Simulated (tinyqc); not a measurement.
Wannier exciton and Elliott formula: one step. Free pairs and excitons. Two cases, with inputs chosen for the exercise.

Question. Give K and f.

Saha balance n^2/n_x = K = (mu kB T/(4 pi c))^(3/2) exp(-Ry*/kB T) with n + n_x = N, 1s excitons only, equal spin counts for excitons and free pairs; free share f = 2/(1 + sqrt(1 + 4N/K)); c = hbar^2/2m0, Ry* = Ry mu/eps^2, 1/mu = 1/me + 1/mh, 1/angstrom^3 = 1e24/cm^3.

Constants: hbar^2/2m0 = 3.80998211 eV angstrom^2; kB = 8.617333262e-05 eV/K; Ry = 13.60569312 eV.

Case 1.

Values chosen (near those of InP; shifted at random, so the results belong to these values and not to a real crystal):
- me = 0.077 m0 (electron mass)
- mh = 0.242 m0 (hole mass)
- eps = 12.1 (dielectric constant)
- N = 0.053 x 1e16/cm^3 (density of pairs)
- T = 77 K (temperature)

Case 2.

Values chosen (near those of GaN; shifted at random, so the results belong to these values and not to a real crystal):
- me = 0.199 m0 (electron mass)
- mh = 0.957 m0 (hole mass)
- eps = 9.2 (dielectric constant)
- N = 0.13 x 1e16/cm^3 (density of pairs)
- T = 150 K (temperature)

Give: K; free share.

Answer.

Case 1.

K = 1.016 x 1e16/cm^3
free share = 0.9527

N a*^3 = 0.0007, below the Mott range of about 0.01 to 0.02.

Case 2.

K = 3.823 x 1e16/cm^3
free share = 0.9681

N a*^3 = 3.4e-05, below the Mott range of about 0.01 to 0.02.

Computed by tinyqc, one run a case: `OMP_NUM_THREADS=1 python tinyqc.py N N+1 out.jsonl` with N = 1251902, 1252653; one thread of a shared Intel(R) Xeon(R) Processor @ 2.30GHz, about 0.01 s a run at most.
